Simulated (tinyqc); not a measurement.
Dimension: statistics of electrons in three, two and one dimensions.

One band edge at E = 0, lambda = sqrt(4 pi c/(m1 kT)) with c = hbar^2/2m0. Densities with spin: n3 = (2/lambda^3) F_1/2(eta), n2 = (2/lambda^2) F_0(eta) with F_0 = ln(1 + exp(eta)), n1 = (2/lambda) F_-1/2(eta). F_j(eta) = (1/Gamma(j + 1)) integral_0^infinity x^j dx/(1 + exp(x - eta)), which tends to exp(eta) for eta << 0.

Constants: hbar^2/2m0 = 3.80998211 eV angstrom^2; kB = 8.617333262e-05 eV/K.

Parameters, chosen for this exercise (out of a larger set: near those of Si, lowest valleys alone; not measured data):
```
symbol  value  unit      meaning
m1      0.191  m0        mass of one isotropic band with spin
T       280    K
L       100    angstrom  confinement length used to compare densities
```

The last two columns turn the sheet and line densities into volume densities, n2/L and n1/L^2, over n3.

Densities:
```
eta  n3 (1/cm^3)  n2 (1/cm^2)  n1 (1/cm)  (n2/L)/n3  (n1/L^2)/n3
-4      3.44e+16     3.49e+10   3.55e+04       1.02         1.03
-2      2.44e+17     2.44e+11   2.43e+05       1.00        0.994
-1      6.19e+17     6.03e+11   5.77e+05      0.974        0.932
0       1.45e+18     1.33e+12   1.19e+06      0.923        0.821
1       2.98e+18     2.53e+12   2.02e+06      0.850        0.677
2       5.33e+18     4.09e+12   2.87e+06      0.768        0.539
4       1.23e+19     7.74e+12   4.29e+06      0.629        0.349
8       3.28e+19     1.54e+13   6.22e+06      0.470        0.190
```

lambda = 101.9 angstrom

What does the comparison show?

Far below the edge all three follow exp(eta), and the ratios tend to lambda/L = 1.019 and its square. From eta = 4 to 8 the densities grow by 2.67, 1.99 and 1.45, near the powers 2^(3/2), 2 and 2^(1/2) that the densities of states E^(1/2), E^0 and E^(-1/2) give. One subband serves while EF stays several kT below the second, 2.4 kT up for hard walls; rows with a larger eta, if any, overfill it.

Program tinyqc; command `OMP_NUM_THREADS=1 python tinyqc.py 1682135 1682136 out.jsonl`; about 0.01 s on one thread of a shared Intel(R) Xeon(R) Processor @ 2.30GHz.
